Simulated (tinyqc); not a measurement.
Inside a calculation. Method: bound state in one dimension: Numerov shooting, finite differences, DVR. Computed by tinyqc, a small Python program that keeps every step. Settings: points = 96. Command: `OMP_NUM_THREADS=1 python tinyqc.py 28456 28457 out.jsonl` (the two numbers bound the seeds that draw the settings). One thread of a shared host (Intel(R) Xeon(R) Processor @ 2.60GHz), about 0.01 s of CPU time with the checks.

## Numerov steps at E = 0.1

One particle of mass 1 in V = 11.12 (1 - exp(-0.73 x))^2 (atomic units), psi = 0 at both ends:
```
parameter                 value
left end              -1.600000
right end                     7
intervals                    96
h                      0.089583
state sought (nodes)          3
```

k_i = 2 m (E - V_i); (1 + h^2 k_(i+1)/12) y_(i+1) = 2 (1 - 5 h^2 k_i/12) y_i - (1 + h^2 k_(i-1)/12) y_(i-1), from y_0 = 0, y_1 = 0.001.

Points along the way:
```
i           x          V            k          y
0   -1.600000  54.584570  -108.969140   0.000000
1   -1.510417  45.015342   -89.830684   0.001000
2   -1.420833  36.887734   -73.575467   0.002735
3   -1.331250  30.008010   -59.816021   0.006122
4   -1.241667  24.207265   -48.214530   0.012494
5   -1.152083  19.338305   -38.476610   0.023751
32   1.266667   4.047844    -7.895689   8.417346
33   1.356250   4.391789    -8.583578  10.560032
34   1.445833   4.726680    -9.253360  13.436502
35   1.535417   5.051531    -9.903062  17.319789
36   1.625000   5.365610   -10.531219  22.592399
37   1.714583   5.668397   -11.136795  29.792770
```

## Bisection on the node count

With more sign changes than the state has nodes (the last point included) the energy is too high, else too low; the bracket starts as 0.1 to 10.

Trials:
```
trial           E  sign changes  y at the right end   next
1      5.05000000             2            8.90e+05  raise
2      7.52500000             3           -2.66e+03  raise
3      8.76250000             3           -5.36e+00  raise
4      9.38125000             4            1.92e+01  lower
5      9.07187500             4            2.75e+01  lower
6      8.91718750             4            2.03e+01  lower
7      8.83984375             4            1.05e+01  lower
8      8.80117187             4            3.42e+00  lower
9      8.78183594             3           -7.43e-01  raise
10     8.79150391             4            1.39e+00  lower
11     8.78666992             4            3.40e-01  lower
12     8.78425293             3           -1.98e-01  raise
13     8.78546143             4            7.16e-02  lower
14     8.78485718             3           -6.30e-02  raise
...           ...           ...                 ...    ...
28     8.78513972             4            3.41e-06  lower
29     8.78513970             3           -6.98e-07  raise
30     8.78513971             4            1.36e-06  lower
```

eigenvalue = 8.78513971 hartree

## The same grid by other methods

Three-point finite differences and the sine-DVR kinetic matrix of Colbert and Miller on the same points.

Lowest levels (hartree):
```
state  finite differences        DVR
0                1.652031   1.654706
1                4.554599   4.564453
2                6.923400   6.941315
3                8.763079   8.785279
4               10.076406  10.096755
5               10.910662  10.926875
```
